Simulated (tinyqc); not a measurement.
Strength against creep resistance: grain growth, pinning, strength and diffusional creep of a polycrystal or thin film. Computed by tinyqc, a small Python program. Command: `OMP_NUM_THREADS=1 python tinyqc.py 3021588 3021589 out.jsonl grain walk`. One thread of a shared host (Intel(R) Xeon(R) Processor @ 2.30GHz), about 0.01 s of CPU time with the checks.

One mean grain size d describes the structure.

Inputs (values chosen for the exercise, modelled on aluminium):

| quantity | value | unit |
|---|---|---|
| atomic volume Omega | 16.59 | angstrom^3 |
| boundary energy gamma | 0.35 | J/m^2 |
| mobility prefactor M0 | 0.00045 | m^4/(J s) |
| activation energy of boundary motion Q_m | 1.16 | eV |
| anneal temperature T | 419 | K |
| anneal time t | 2500 | s |
| initial grain size d0 | 87 | nm |
| particle volume fraction f | 0.00069 | - |
| particle radius r | 5.7 | nm |
| film thickness h | 330 | nm |
| surface energy gamma_s | 0.74 | J/m^2 |
| Hall-Petch slope k_y | 0.057 | MPa m^0.5 |
| lattice diffusion energy Q_l | 1.51 | eV |
| boundary diffusion energy Q_b | 0.84 | eV |
| lattice prefactor D0 | 0.0002 | m^2/s |
| boundary prefactor delta D0b | 8.1e-15 | m^3/s |
| applied stress sigma | 14 | MPa |
| service temperature T_c | 463 | K |

Sample: thin film on a substrate.

Constants: k_B = 8.617333262e-05 eV/K; k_B = 1.380649e-23 J/K.

Method:
- M = M0 exp(-Q_m/(k_B T)). The driving pressure is 2 gamma/d. Zener pinning pressure 3 f gamma/(2 r) stops growth at d_Z = 4 r/(3 f). Grooves where boundaries meet the surface have the angle theta = arcsin(gamma/(2 gamma_s)) and are taken to stop growth at d_h = h/(2 theta), a few film thicknesses; the limit is 1/d_lim = 1/d_Z + 1/d_h.
- dd/dt = 2 M gamma (1/d - 1/d_lim) integrates to 2 M gamma t = d_lim (d0 - d) + d_lim^2 ln[(d_lim - d0)/(d_lim - d)]; without pinning d^2 = d0^2 + 4 M gamma t.
- Nabarro-Herring rate = 14 sigma Omega D_l/(k_B T d^2), D_l = D0 exp(-Q_l/(k_B T)); Coble rate = 14 pi sigma Omega delta D_b/(k_B T d^3), delta D_b = delta D0b exp(-Q_b/(k_B T)); they are equal at d_x = pi delta D_b/D_l.
- Hall-Petch term k_y/sqrt(d).

crossover size d_x = 2497.98 micrometre

At T_c and sigma:

| d (nm) | Hall-Petch term (MPa) | Nabarro-Herring (1/s) | Coble (1/s) | time to 1 % (s) |
|---|---|---|---|---|
| 30 | 329.09 | 4.1381e-06 | 3.4456e-01 | 2.9022e-02 |
| 100 | 180.25 | 3.7243e-07 | 9.3032e-03 | 1.0749e+00 |
| 300 | 104.07 | 4.1381e-08 | 3.4456e-04 | 2.9019e+01 |
| 1000 | 57.00 | 3.7243e-09 | 9.3032e-06 | 1.0745e+03 |
| 3000 | 32.91 | 4.1381e-10 | 3.4456e-07 | 2.8988e+04 |
| 10000 | 18.02 | 3.7243e-11 | 9.3032e-09 | 1.0706e+06 |
| 100000 | 5.70 | 3.7243e-13 | 9.3032e-12 | 1.0335e+09 |

What does the comparison show, and why?

From 100 micrometre to 30 nm grains the Hall-Petch term grows 58 times, while the time to 1 % strain shrinks by 10.6 decades. Coble creep rules in 7 of the seven rows (d_x is a millimetre or more). Fine grains resist slip but creep fast. The Hall-Petch value at 30 nm is at the edge of that law, and in a film grains much larger than h lose atoms to the surfaces instead. Caution: T_c is above the anneal temperature, so the grains would go on growing in service.

Extremes, crossings and ranges named in words are read from the listed rows.
